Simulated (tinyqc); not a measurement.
Lateral field, substrate current, probability of reaching the oxide barrier and hot-carrier lifetime of a silicon transistor (pseudo-two-dimensional and lucky-electron models). From one set of inputs to another, one input at a time. Computed by tinyqc, a small Python program. Command: `OMP_NUM_THREADS=1 python tinyqc.py 3028577 3028578 out.jsonl hotcar ladder`. One thread of a shared host (Intel(R) Xeon(R) Processor @ 2.30GHz), about 0.01 s of CPU time with the checks.

Local-field models: a lucky carrier gains its energy at the peak field over a path free of collisions. Voltages are magnitudes.

The inputs printed are set A. Set A is modelled on a silicon p-channel; the values taken over come from a set modelled on a silicon n-channel. Inputs not listed in the table keep their values of set A, so the rows need not describe a real material.

Inputs (values chosen for the exercise, modelled on a silicon p-channel):
```
quantity,value,unit
channel length L,590,nm
oxide thickness t,14,nm
junction depth x_j,170,nm
mobility mu,120,cm^2/(V s)
saturation velocity v_s,0.68,1e7 cm/s
threshold voltage V_T,0.71,V
gate voltage V_G,5.5,V
drain voltage V_D,12,V
ionisation prefactor A_i,8.1e+06,1/cm
ionisation field B_i,3.64,MV/cm
hot-carrier mean free path lambda,4.9,nm
oxide barrier phi_b,4.6,eV
interface-trap threshold phi_it,4.8,eV
lifetime constant H,700,s microampere/micrometre
length of the depleted extension L_n,82,nm
```

Drain: lightly doped extension.

Constants: eps_0 = 8.8541878128e-12 F/m.

Method:
- C_ox = 3.9 eps_0/t; F_sat = 2 v_s/mu; V_Dsat = V_ov F_sat L/(V_ov + F_sat L), V_ov = V_G - V_T; I_D/W = C_ox v_s (V_ov - V_Dsat).
- Scale length l = 0.22 t^(1/3) x_j^(1/2) (all in cm); F_m = sqrt(((V_D - V_Dsat)/l_e)^2 + F_sat^2), with l_e = l + L_n; length of the velocity-saturated region l_e ln((V_D - V_Dsat)/(l_e F_sat) + F_m/F_sat).
- Substrate current I_sub/I_D = (A_i/B_i)(V_D - V_Dsat) exp(-B_i/F_m); probability of reaching the oxide barrier exp(-phi_b/(e lambda F_m)); lifetime tau = (H/(I_D/W)) exp(phi_it/(e lambda F_m)).
- V_10 solves tau = 3.156e8 s at the given V_G. The extrapolation fits ln(tau) against 1/V_D at 1, 1.08, 1.16 and 1.25 times the given V_D (rounded to 3 digits) by least squares and reads off the same tau.

Each row keeps all changes above it:
```
input moved,from,to,substrate current I_sub/W (microampere/micrometre),drain current I_D/W (microampere/micrometre),ten-year drain voltage V_10 (V)
set A,-,-,5.8198e+00,335.31,12.104
hot-carrier mean free path lambda (nm),4.9,7.8,5.8198e+00,335.31,8.414
channel length L (nm),590,1400,1.4321e+00,186.30,9.507
oxide thickness t (nm),14,30,2.1050e-01,86.94,10.771
gate voltage V_G (V),5.5,6.2,1.6838e-01,110.46,11.064
threshold voltage V_T (V),0.71,0.75,1.7074e-01,109.06,11.047
ionisation field B_i (MV/cm),3.64,1.67,5.8088e+01,109.06,11.047
length of the depleted extension L_n (nm),82,99,4.2609e+01,109.06,11.605
```

Which inputs carry the difference?

Substrate current I_sub/W goes from 5.82 to 42.6, a factor 7.32 in all. The largest single move comes from ionisation field B_i (a factor 340), and oxide thickness t works against it (a factor 0.147). Drain current I_D/W goes from 335 to 109, a factor 0.325 in all. The largest single move comes from oxide thickness t (a factor 0.467), and gate voltage V_G works against it (a factor 1.27). Ten-year drain voltage V_10 goes from 12.1 to 11.6, a factor 0.959 in all. The largest single move comes from hot-carrier mean free path lambda (a factor 0.695), and oxide thickness t works against it (a factor 1.13). The single moves hold for this order of the switches; the total does not depend on the order.

Caution (rows ionisation field B_i, length of the depleted extension L_n): multiplication above 10 % feeds back on the field and the source barrier (snapback), which the model leaves out.

Extremes, crossings and ranges named in words are read from the listed rows.
